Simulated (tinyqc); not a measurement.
Inside a calculation: static screening by free carriers. Values are carried at full precision from step to step, so a last printed digit may differ when a step is redone from the rounded ones.

kF = (3 pi^2 n/Mv)^(1/3), EF = c kF^2/m with c = hbar^2/2m0, n in 1/angstrom^3 (1e-24 per 1/cm^3), e2 = e^2/(4 pi eps0). Thomas-Fermi: qTF^2 = 6 pi e2 n/(eps EF). Debye: qD^2 = 4 pi e2 n/(eps kB T).

Constants: hbar^2/2m0 = 3.80998211 eV angstrom^2; e^2/(4 pi eps0) = 14.39964547 eV angstrom; kB = 8.617333262e-05 eV/K; a0 (Bohr radius) = 0.5291772105 angstrom; hbar = 6.58211957e-16 eV s.

Values chosen for the exercise (near those of InAs; the results hold for these values, not for the real material):
```
symbol  value    unit        meaning
n       3e+15    1/cm^3      carrier density
m       0.0254   m0          mass of one isotropic valley
Mv      1                    valleys
eps     15.5                 background dielectric constant
T       400      K
q       0.00687  1/angstrom  wave vector
aD      494.5    angstrom    trial radius
NI      3e+15    1/cm^3      ionised impurities
```

## Fermi and screening wave vectors

Also the effective Bohr radius aB = a0 eps/m and rs = (3/(4 pi n))^(1/3)/aB.

kF = 0.0044618 1/angstrom
EF at 0 K = 2.986 meV
EF/kT = 0.0866
qTF = 0.0041943 1/angstrom
qD = 0.0010080 1/angstrom
aB = 322.9 angstrom
rs = 1.33

The gas is not degenerate, so the Debye value applies.

## Screening at finite temperature

F_j(eta) = (1/Gamma(j + 1)) integral_0^infinity x^j dx/(1 + exp(x - eta)), which tends to exp(eta) for eta << 0.

At finite T: qs^2 = qD^2 F_-1/2(eta)/F_1/2(eta), where n = Mv N F_1/2(eta) and N = 2 (m kB T/(4 pi c))^(3/2) with c = hbar^2/2m0, in 1/angstrom^3; times 1e24 for 1/cm^3.

Solve for eta and form qs.

n/(Mv N) = 0.01918
eta = -3.947
qs = 0.001005 1/angstrom
screening length 1/qs = 995.4 angstrom

qs is 0.997 of the Debye value and 0.240 of the Thomas-Fermi value.

## Lindhard function at one q

Lindhard at zero temperature: eps(q)/eps = 1 + (qTF/q)^2 L(x), x = q/(2 kF), L(x) = 1/2 + ((1 - x^2)/(4x)) ln|(1 + x)/(1 - x)|.

Compare with Thomas-Fermi, 1 + (qTF/q)^2.

x = 0.7699
L(x) = 0.7698
eps(q)/eps, Lindhard = 1.287
eps(q)/eps, Thomas-Fermi = 1.373

The carriers respond with 77 % of their long-wave strength at this q. The zero-temperature form is an exercise here: at the temperature of this gas EF is only 0.087 kT.

## A donor in the screened potential

Donor in the screened potential -(e2/eps) exp(-qs r)/r with the trial function exp(-r/a): E(a) = c/(m a^2) - (e2/eps) 4/(a (2 + qs a)^2), e2 = e^2/(4 pi eps0), c = hbar^2/2m0; isotropic mass.

Evaluate both terms at a = aD.

kinetic term = 0.613 meV
potential term = -1.205 meV
E(aD) = -0.592 meV
unscreened level -m Ry/eps^2 (Ry = 13.60569312 eV) = -1.438 meV

This trial radius gives a bound state.

## Ionised-impurity scattering at E = 3 kT

Brooks-Herring rate for an electron of energy E: 1/tau = NI (pi e2^2/(eps^2 hbar)) (sqrt(c/m)/E^(3/2)) Phi(b), with Phi = ln(1 + b) - b/(1 + b), b = (2k/qs)^2, k^2 = m E/c, NI in 1/angstrom^3.

e2 = e^2/(4 pi eps0), c = hbar^2/2m0; mobility estimate mu = tau/(m m0/e) with m0/e = 5.685630e-12 kg/C, times 1e4 for cm^2/(V s).

b = 2732
Phi = 6.9137
1/tau = 3.15e+10 1/s
mu at this energy = 2.20e+06 cm^2/(V s)

b is well above 1, the regime that the Brooks-Herring formula is meant for; a true mobility averages tau over the distribution.

## Checks

- Scattering rate against the golden-rule integral over angles (1/s): both 3.147e+10.
- L(x) at x = 0.7 against the integral over the Fermi sphere: both 0.81595.

Program tinyqc; command `OMP_NUM_THREADS=1 python tinyqc.py 1681657 1681658 out.jsonl`; about 0.01 s on one thread of a shared Intel(R) Xeon(R) Processor @ 2.30GHz.
